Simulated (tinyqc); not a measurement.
Permittivity and interface capacitance from two thicknesses.

Question. 1/C = t/(eps0 ek) + 2/ci for planar capacitors that differ only in thickness. Find ek, ci and the EOT of the interfaces, 2 x 3.9 eps0/ci.

Constants: eps0 = 8.8541878128e-14 F/cm where lengths are in cm. Results are converted to the units shown.

C at t = 3.7 and 11 nm (uF/cm^2): [4.7406693, 1.6046857]

Answer. 1/C is a straight line in t: the slope gives ek and the intercept 2/ci. A single thickness would give only the effective permittivity; when the interfaces are a small part of 1/C, ci needs very accurate data.

ek = 20.00
ci = 1000 uF/cm^2
EOT of the interfaces = 0.006906 nm

Computed by the program tinyqc: `OMP_NUM_THREADS=1 python tinyqc.py 2102110 2102111 out.jsonl`, one thread of a shared Intel Xeon 2.30GHz, about 0.01 s for the whole run.
